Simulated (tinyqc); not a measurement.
Changing the temperature T: Bloch-Grueneisen resistivity of a metal. Computed by tinyqc, a small Python program. Command: `OMP_NUM_THREADS=1 python tinyqc.py 3030643 3030644 out.jsonl bg sweep`. One thread of a shared host (Intel(R) Xeon(R) Processor @ 2.30GHz), about 0.02 s of CPU time with the checks.

Electrons scatter from a Debye spectrum of phonons (n = 5 for scattering within one band, n = 3 for scattering into a second, heavy band) and from static defects.

Inputs (values chosen for the exercise, modelled on cobalt):

| quantity | value | unit |
|---|---|---|
| exponent n | 5 | - |
| Debye temperature Theta | 398 | K |
| transport coupling lambda_tr | 0.23 | - |
| Drude plasma energy hbar w_p | 6.2 | eV |
| residual resistivity rho_0 | 0.056 | microohm cm |

Addition: none.

Constants: k_B = 1.380649e-23 J/K; hbar = 1.054571817e-34 J s; eps_0 = 8.8541878128e-12 F/m; hbar = 6.582119569e-16 eV s; k_B = 8.617333262e-05 eV/K.

Method:
- rho_ph = (n - 1) rho_1 (T/Theta)^n J_n(Theta/T), with rho_1 = 2 pi lambda_tr k_B Theta/(hbar eps_0 w_p^2), the high-temperature line at T = Theta.
- J_n(y) = int_0^y x^n e^x/(e^x - 1)^2 dx, by 96 Gauss-Legendre points (upper limit at most 60).
- Matthiessen's rule: rho = rho_0 + rho_ph.
- Temperature coefficient (1/rho) d rho/dT by a central difference of +/- 0.5 K; residual ratio rho(295 K)/rho(4.2 K); scattering time tau = 1/(eps_0 w_p^2 rho); Wiedemann-Franz kappa = L_0 T/rho, L_0 = (pi^2/3)(k_B/e)^2.

One run for each value:

| temperature T (K) | resistivity rho (microohm cm) | phonon resistivity rho_ph (microohm cm) | temperature coefficient (1e-3/K) | Wiedemann-Franz conductivity (W/(m K)) |
|---|---|---|---|---|
| 10 | 5.6048e-02 | 4.7772e-05 | 0.428 | 435.9 |
| 16 | 5.6501e-02 | 5.0092e-04 | 2.776 | 691.8 |
| 27 | 6.2833e-02 | 6.8327e-03 | 20.018 | 1049.8 |
| 45 | 1.3348e-01 | 7.7485e-02 | 56.358 | 823.6 |
| 74 | 5.5253e-01 | 4.9653e-01 | 37.226 | 327.2 |
| 120 | 1.7164e+00 | 1.6604e+00 | 16.194 | 170.8 |
| 200 | 3.9526e+00 | 3.8966e+00 | 6.944 | 123.6 |
| 330 | 7.3947e+00 | 7.3387e+00 | 3.480 | 109.0 |
| 550 | 1.2924e+01 | 1.2868e+01 | 1.915 | 104.0 |
| 900 | 2.1497e+01 | 2.1441e+01 | 1.132 | 102.3 |

Over the rows, resistivity rho (microohm cm) rises from 0.0560 to 21.5 (exponent d ln y / d ln x 0.017 between the first rows and 1.0 between the last); phonon resistivity rho_ph (microohm cm) rises from 4.78e-5 to 21.4 (exponent d ln y / d ln x 5.0 between the first rows and 1.0 between the last); temperature coefficient (1e-3/K) goes from 0.428 through a maximum among these rows, 56.4 at 45.0, to 1.13. At the low end the exponent of phonon resistivity rho_ph is 5.00, close to 5: the T^5 law. At the high end the exponent of phonon resistivity rho_ph is 1.04, close to 1: the linear law of classical vibrations.

Caution (rows 45.0, 74.0, 120, 200): below about Theta/2 small-angle phonon scattering degrades heat flow more than charge flow, so a thermal conductivity taken from rho by the Wiedemann-Franz law would be too high. Caution (rows 550, 900): scattering from magnetic disorder, left out here, raises the resistivity of this ferromagnet well above the phonon value.

Extremes, crossings and ranges named in words are read from the listed rows.
